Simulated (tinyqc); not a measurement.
Worked calculation: inversion-layer mobility, back-scattering and ballistic limit of a field-effect transistor. Computed by tinyqc, a small Python program that keeps every step. Command: `OMP_NUM_THREADS=1 python tinyqc.py 3009381 3009382 out.jsonl mos walk`. One thread of a shared host (Intel(R) Xeon(R) Processor @ 2.30GHz), about 0.01 s of CPU time with the checks. Intermediate numbers are printed to about 5 digits and carried at full precision; extremes and crossings named in words are read from the listed rows.

The charge at the top of the source barrier is fixed by the gate; series resistance and short-channel effects are left out. F_j are Fermi integrals normalised to exp(eta) in the classical limit.

Inputs (values chosen for the exercise, modelled on a silicon p-channel):
```
quantity                                     value        unit
transport mass m                              0.31         m_0
valley degeneracy g_v                            1           -
weight w of the inversion charge             0.333           -
permittivity eps                              11.7           -
phonon mobility at 1 MV/cm and 300 K, mu_ph    100  cm^2/(V s)
roughness mobility at 1 MV/cm, mu_sr           140  cm^2/(V s)
Coulomb mobility at N_inv = 1e12/cm^2, mu_C    260  cm^2/(V s)
electrical oxide thickness t_inv               1.4          nm
depletion charge N_dep                       1e+12      1/cm^2
gate overdrive V_G - V_T                      0.13           V
drain voltage V_D                              1.2           V
channel length L                                11          nm
exponent a of the critical length             0.57           -
temperature T                                  300           K
```

Statistics at the top of the barrier: non-degenerate.

Constants: eps_0 = 8.8541878128e-12 F/m; e = 1.602176634e-19 C; m_0 = 9.1093837015e-31 kg; k_B = 1.380649e-23 J/K; hbar = 1.054571817e-34 J s; k_B = 8.617333262e-05 eV/K.

## Charge and field

N_inv = 3.9 eps_0 (V_G - V_T)/(e t_inv); effective field E_eff = e (N_dep + w N_inv)/(eps eps_0).

inversion density N_inv = 2.0013e+12 1/cm^2

effective field E_eff = 0.25773 MV/cm

## Effective mobility

mu_phonon = mu_ph (E_eff/1 MV/cm)^(-0.3) (T/300 K)^(-1.75); mu_rough = mu_sr (E_eff/1 MV/cm)^(-2); mu_Coulomb = mu_C (N_inv/1e12 cm^-2) (T/300 K); Matthiessen's rule adds 1/mu.

phonon part = 150.19 cm^2/(V s)

roughness part = 2107.6 cm^2/(V s)

Coulomb part = 520.35 cm^2/(V s)

effective mobility mu = 110.44 cm^2/(V s)

The phonon part is the lowest and holds 74 % of 1/mu.

## Ballistic limit

Non-degenerate: every F_j(eta) is replaced by exp(eta). Ballistic channel: N_2D = g_v m k_B T/(pi hbar^2), U = e V_D/(k_B T); eta_F solves N_inv = (N_2D/2)[F_0(eta_F) + F_0(eta_F - U)]; v_T = sqrt(2 k_B T/(pi m)); I/W = e (N_2D/2) v_T [F_1/2(eta_F) - F_1/2(eta_F - U)]; injection velocity v_T F_1/2(eta_F)/F_0(eta_F).

N_2D = 3.3478e+12 1/cm^2

eta_F = 0.17867

thermal velocity v_T = 0.96631 1e7 cm/s

injection velocity = 0.96631 1e7 cm/s

ballistic current I/W = 309.85 microampere/micrometre

Caution: eta_F is above -1, so the non-degenerate formulas understate the injection velocity and the current.

## Back-scattering

Mean free path lambda = (2 k_B T/e)(mu/v_T) F_0(eta_0)/F_-1/2(eta_0), with eta_0 from N_inv = N_2D F_0(eta_0); critical length l = L (1 + U)^(-a), an empirical rule; back-scattering r = l/(l + lambda). Then eta solves N_inv = (N_2D/2)[(1 + r) F_0(eta) + (1 - r) F_0(eta - U)] and I/W = e (N_2D/2) v_T (1 - r)[F_1/2(eta) - F_1/2(eta - U)]. Ballistic ratio: I over the ballistic current. Apparent mobility 1/(1/mu + 1/mu_B), mu_B = mu L/lambda.

eta_0 = -0.51448

mean free path lambda = 5.9095 nm

critical length l = 1.2193 nm

back-scattering coefficient r = 0.17104

current I/W = 219.34 microampere/micrometre

ballistic ratio = 0.70789

apparent low-field mobility = 71.846 cm^2/(V s)

L/lambda = 1.86, but at this drain voltage only the first 1.22 nm can return a carrier to the source, so the device works at 71 % of its ballistic limit. Caution: the current exceeds the long-channel drift law, so the empirical rule for l, meant for short channels, is too generous here.

## Channel length

The last column is the long-channel law e N_inv mu V/L with V = V_D - V_D^2/(2 V_ov) below pinch-off and V_ov/2 above, V_ov = V_G - V_T.

Currents (microampere/micrometre):
```
L (nm)        r     I/W  ballistic ratio  long-channel law
5       0.08574  260.91          0.84206            460.38
10      0.15794  225.32          0.72720            230.19
20      0.27280  177.03          0.57134            115.09
40      0.42866  123.91          0.39991             57.55
80      0.60009   77.44          0.24993             28.77
160     0.75007   44.25          0.14281             14.39
400     0.88239   19.36          0.06248              5.75
1000    0.94938    8.05          0.02596              2.30
```

The current scales as L^-0.96 at the long end and as L^-0.21 at the short end, where it reaches 84 % of the ballistic 310. The long-channel law passes the ballistic limit between 5.00 and 10.0 nm and has no meaning below. At 1000 nm the model gives 3.49 times the long-channel law; the rule for l is a fit for short devices and fails wherever the model exceeds that law. Raising mu by 10 % at 20 nm raises I by 4.1 %.

## The mobility curve

The formulas are those given above.

Mobilities (cm^2/(V s)):
```
V_G - V_T (V)  N_inv (1/cm^2)  E_eff (MV/cm)  phonon  roughness  Coulomb   total
0.03               4.6184e+11         0.1784  167.71     4396.6    120.1   68.88
0.06               9.2369e+11         0.2022  161.53     3423.2    240.2   93.92
0.12               1.8474e+12         0.2498  151.61     2243.6    480.3  109.61
0.20               3.0790e+12         0.3132  141.66     1426.9    800.5  111.00
0.35               5.3882e+12         0.4322  128.62      749.6   1400.9  101.81
0.50               7.6974e+12         0.5511  119.57      461.0   2001.3   90.65
0.75               1.1546e+13         0.7493  109.04      249.4   3002.0   74.00
1.00               1.5395e+13         0.9475  101.63      155.9   4002.7   60.60
1.50               2.3092e+13         1.3439   91.51       77.5   6004.0   41.67
```

The lowest part is Coulomb at 0.0300, phonon from 0.0600 to 1.00, roughness at 1.50 V. The total peaks at 111 near E_eff = 0.31 MV/cm: screening lifts it at low density and the field presses it down at high density.

Checks made by the program: long channel and small V_D against the drift formula e N mu V_D/L (relative difference 3e-05).
